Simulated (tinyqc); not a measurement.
Via and link resistance from two via chains.

Problem. A chain of 2000 vias joined by 2000 metal links has R = 2000 (Rv + Rlink), with Rlink proportional to the link length. Find Rv, Rlink for length L, and the value of Rv that the short chain would give if the links were ignored.

resistance of chains of 2000 links with link lengths L and 3 L (ohm): 56200  68600

Answer. R per link is a straight line in the link length; its intercept at zero length is Rv.

Rv = 25.0 ohm
Rlink = 3.10 ohm
Rv without correction = 28.1 ohm

Program tinyqc, `OMP_NUM_THREADS=1 python tinyqc.py 2750208 2750209 out.jsonl`; Intel Xeon 2.30GHz, shared host, one thread, about 0.01 s.
